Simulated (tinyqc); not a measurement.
# Hot electrons in a saturated n-channel MOSFET, lucky-electron model: effects of single changes

Beyond pinch-off the lateral field grows as Esat cosh(y/l) over the velocity-saturated region (pseudo-two-dimensional model). Impact ionisation in this region gives the substrate current, which biases the body forward through Rsub. Currents are per width. Local-field laws: they overstate ionisation when the field peak is narrower than an energy relaxation length.

Parameters, values chosen for the exercise; values close to those of silicon n-channel devices: channel length L = 0.35 um; oxide thickness tox = 8 nm; junction depth xj = 130 nm; threshold VT = 0.8 V; effective mobility mu = 340 cm^2/(V s); saturation velocity vs = 9.1e6 cm/s; ionisation prefactor Ai = 2e6 1/cm; ionisation field Bi = 1.81 MV/cm; resistance of the lightly doped drain Rd = 0 ohm um; substrate resistance Rsub = 13000 ohm um; fall of VT per volt of forward body bias kb = 0.35; lifetime exponent m = 2.9; lifetime constant Hl = 1600 s uA/um; drain voltage Vd = 2.5 V; gate voltage Vg = 1.8 V.

Constants: eps0 = 8.8541878128e-14 F/cm where lengths are in cm. Results are converted to the units shown.

Each table varies one quantity; the others keep the values above.

## Effect of the gate voltage

Cox = 3.9 eps0/tox, l = sqrt(3 tox xj), Esat = 2 vs/mu. Overdrive g = Vg - VT + kb Vb; Vdsat = g Esat L/(g + Esat L); Id = Cox vs (g - Vdsat); dV = Vd - Id Rd - Vdsat; Em = sqrt((dV/l)^2 + Esat^2); Isub = Id (Ai/Bi) l Em exp(-Bi/Em). Vb = Rsub Isub is solved self-consistently. Lifetime tau = (Hl/Id)(Isub/Id)^(-m); 1 year = 3.15576e7 s.

Results:
```
Vg (V)	Id (uA/um)	Em (MV/cm)	Isub (uA/um)	Isub/Id	tau (years)
0.95	4.410	0.4260	0.1655	0.03753	0.1566
1.14	20.79	0.3993	0.5511	0.02650	0.09110
1.34	48.10	0.3759	0.9048	0.01881	0.1064
1.53	81.37	0.3571	1.128	0.01386	0.1525
1.92	166.0	0.3261	1.298	0.007819	0.3933
2.11	213.2	0.3138	1.291	0.006053	0.6434
2.31	266.2	0.3023	1.248	0.004689	1.081
2.5	319.2	0.2927	1.189	0.003724	1.758
```

Estimate the missing row, Vg = 1.73 V.

Computed row:
```
Vg (V)	Id (uA/um)	Em (MV/cm)	Isub (uA/um)	Isub/Id	tau (years)
1.73	122.4	0.3401	1.255	0.01025	0.2434
```

With this row back in the table: As Vg goes from 0.95 to 2.5 V, Em falls from 0.426 to 0.293 MV/cm, Isub goes from 0.166 through a maximum of 1.30 (at Vg = 1.92 V among the rows listed) to 1.19 uA/um and tau goes from 0.157 through a minimum of 0.0911 (at Vg = 1.14 V among the rows listed) to 1.76 years. Id grows with Vg while the rising Vdsat lowers the field, hence the bell shape; the peak row has Vg/Vd = 0.77.

## Effect of the junction depth

Same model as above.

Results:
```
xj (nm)	Id (uA/um)	Em (MV/cm)	Isub (uA/um)	Isub/Id	tau (years)
52	146.3	0.5209	9.210	0.06297	0.001053
96	139.5	0.3876	2.689	0.01928	0.03417
130	138.0	0.3347	1.278	0.009260	0.2897
180	137.2	0.2861	0.5095	0.003713	4.125
240	136.9	0.2493	0.2009	0.001468	61.02
320	136.8	0.2175	0.07018	5.131e-4	1286
```

Estimate the missing row, xj = 71 nm.

Computed row:
```
xj (nm)	Id (uA/um)	Em (MV/cm)	Isub (uA/um)	Isub/Id	tau (years)
71	142.0	0.4485	5.134	0.03616	0.005420
```

With this row back in the table: As xj goes from 52 to 320 nm, Em falls from 0.521 to 0.218 MV/cm, Isub falls from 9.21 to 0.0702 uA/um and tau rises from 0.00105 to 1290 years. From the first row to the last, log10(tau) changes by 6.1: 6.1 from (Isub/Id)^(-m), which holds Em and l, and 0.029 from 1/Id. At xj = 320 nm tau is a far extrapolation that only says that hot carriers are no limit.

## Effect of the resistance of the lightly doped drain

Same model as above.

Result of one run:
```
Rd (ohm um)	Id (uA/um)	Em (MV/cm)	Isub (uA/um)	Isub/Id	tau (years)
800	137.6	0.3154	0.8624	0.006268	0.9010
```

What becomes of these results when the resistance of the lightly doped drain Rd is changed from 800 to 0 ohm um, all else the same?

Result of the changed run:
```
Rd (ohm um)	Id (uA/um)	Em (MV/cm)	Isub (uA/um)	Isub/Id	tau (years)
0	138.0	0.3347	1.278	0.009260	0.2897
```

The whole series:
```
Rd (ohm um)	Id (uA/um)	Em (MV/cm)	Isub (uA/um)	Isub/Id	tau (years)
0	138.0	0.3347	1.278	0.009260	0.2897
150	137.9	0.3311	1.191	0.008633	0.3553
300	137.8	0.3275	1.108	0.008037	0.4374
500	137.7	0.3226	1.004	0.007291	0.5807
800	137.6	0.3154	0.8624	0.006268	0.9010
1200	137.4	0.3058	0.6973	0.005074	1.665
1600	137.3	0.2962	0.5570	0.004058	3.188
```

As Rd goes from 0 to 1600 ohm um, Em falls from 0.335 to 0.296 MV/cm, Isub falls from 1.28 to 0.557 uA/um and tau rises from 0.290 to 3.19 years. From the first row to the last, log10(tau) changes by 1.0: 1.0 from (Isub/Id)^(-m), which holds Em and l, and under 0.005 from 1/Id. The price is 0.220 V dropped over Rd in the last row.

tinyqc, about 0.01 s, one thread, Intel Xeon 2.30GHz (shared host): `OMP_NUM_THREADS=1 python tinyqc.py 2550088 2550089 out.jsonl`
